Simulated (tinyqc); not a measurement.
Inside a calculation. Method: Hubbard ring of 6 sites. One step of it, computed by the program tinyqc.

Problem. Mean-field iteration 3. H(up) = T + U n(down), H(down) = T + U n(up); fill the lowest levels; n(new) = n + mixing (n(out) - n); E = tr T (rho up + rho down) + U sum n_up n_down of the output.

one-body matrix (hopping and site energies) (eV):
```
           1          2          3          4          5          6
1   0.000000  -0.830000   0.000000   0.000000   0.000000  -0.830000
2  -0.830000   0.000000  -0.830000   0.000000   0.000000   0.000000
3   0.000000  -0.830000   0.000000  -0.830000   0.000000   0.000000
4   0.000000   0.000000  -0.830000   0.000000  -0.830000   0.000000
5   0.000000   0.000000   0.000000  -0.830000   0.000000  -0.830000
6  -0.830000   0.000000   0.000000   0.000000  -0.830000   0.000000
```

U = 7.600000 eV

electrons, up and down: 4  3

mixing = 0.500000

n(up) after iteration 2: 1 0.985361, 2 0.278864, 3 0.983719, 4 0.402223, 5 0.983719, 6 0.278864

n(down) after iteration 2: 1 0.045486, 2 0.954312, 3 0.040210, 4 0.965470, 5 0.040210, 6 0.954312

Give: levels, up; levels, down; energy; n(up) after iteration 3; n(down) after iteration 3.

Solution.

levels, up (eV): -0.0576  0.2078  0.2360  7.3506  7.4010  7.6623

levels, down (eV): 1.7334  1.9937  2.8009  7.6019  7.6259  7.9810

energy = 6.4083 eV

n(up) after iteration 3: 1 0.9798, 2 0.3988, 3 0.9827, 4 0.2135, 5 0.9827, 6 0.3988

n(down) after iteration 3: 1 0.0427, 2 0.9573, 3 0.0438, 4 0.9551, 5 0.0438, 6 0.9573
